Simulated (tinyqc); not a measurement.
Worked calculation: standing waves and exposure in a photoresist film. Values are carried at full precision from step to step, so a last printed digit may differ when a step is redone from the rounded ones.

Normal incidence from air. Unexposed resist: N1 = n1 + i k1 with k1 = (A + B) lam/(4 pi), lam in micrometres. r01 = (1 - N1)/(1 + N1), t01 = 2/(1 + N1). Below the resist lie the layer Na = na + i ka and the substrate Ns = ns + i ks: r12 = (r1a + ras x)/(1 + r1a ras x), x = exp(4 pi i Na da/lam), r1a = (N1 - Na)/(N1 + Na), ras = (Na - Ns)/(Na + Ns). With p = exp(2 pi i N1 d/lam), the field at depth z is E(z) = t01 [exp(2 pi i N1 z/lam) + r12 p^2 exp(-2 pi i N1 z/lam)]/(1 + r01 r12 p^2), the relative intensity I(z) = n1 |E(z)|^2 and the reflectance R = |(r01 + r12 p^2)/(1 + r01 r12 p^2)|^2.

Values chosen for the exercise (a resist on Cu, indices near tabulated ones; the results hold for these values, not for the real material):
- lam = 248 nm (vacuum wavelength)
- n1 = 1.727 (resist index)
- A = 0.04 1/micrometre (bleachable absorption (Dill A))
- B = 0.94 1/micrometre (fixed absorption (Dill B))
- d = 595 nm (resist thickness)
- ns = 1.49 (substrate n)
- ks = 1.774 (substrate k)
- na = 1.757 (n of the bottom antireflection layer)
- ka = 0.435 (its k)
- da = 42 nm (its thickness)
- C = 0.016 cm^2/mJ (exposure rate (Dill C))
- D = 15 mJ/cm^2 (incident dose)
- Ld = 30 nm (diffusion length of the post-exposure bake)

## Interface coefficients

Form N1, r01, t01 and r12.

N1 = 1.72700+0.01934i
r01 = -0.2666-0.0052i
t01 = 0.7334-0.0052i
r12 = -0.0499+0.0186i
|r12|^2 = 0.0028

Next to the bottom the intensity swings by a factor ((1 + |r12|)/(1 - |r12|))^2 = 1.24 between antinode and node; without the layer |r12|^2 would be 0.2311.

## Round trip and reflectance

Form p^2, the denominator and R; the period of the standing wave is lam/(2 n1).

p^2 = -0.1280+0.5433i
1 + r01 r12 p^2 = 1.0008+0.0079i
R = 0.0742
period = 71.80 nm

The film holds 8.29 periods.

## Intensity and exposure over the lowest period

Nine depths from d - period to d. Without bleaching during the exposure the share of unexposed compound is m = exp(-C D I).

Profile:
```
z (nm)      I      m
523.2   0.505  0.886
532.2   0.529  0.881
541.1   0.566  0.873
550.1   0.592  0.867
559.1   0.589  0.868
568.1   0.556  0.875
577.0   0.509  0.885
586.0   0.473  0.893
595.0   0.467  0.894
```

I runs from 0.467 to 0.592 on these points, so m runs from 0.867 to 0.894; the least exposed point listed lies 0.0 nm above the bottom.

## Smoothing by the bake

Gaussian diffusion of length Ld multiplies a cosine of period L by exp(-2 pi^2 Ld^2/L^2). Give that factor, and the Ld that leaves 10 %.

factor = 0.0319
Ld for 10 % = 24.52 nm

## Checks

- R against the transfer-matrix product: both 0.074157.

tinyqc: `OMP_NUM_THREADS=1 python tinyqc.py 1652359 1652360 out.jsonl`; about 0.01 s, one thread, shared Intel(R) Xeon(R) Processor @ 2.30GHz.
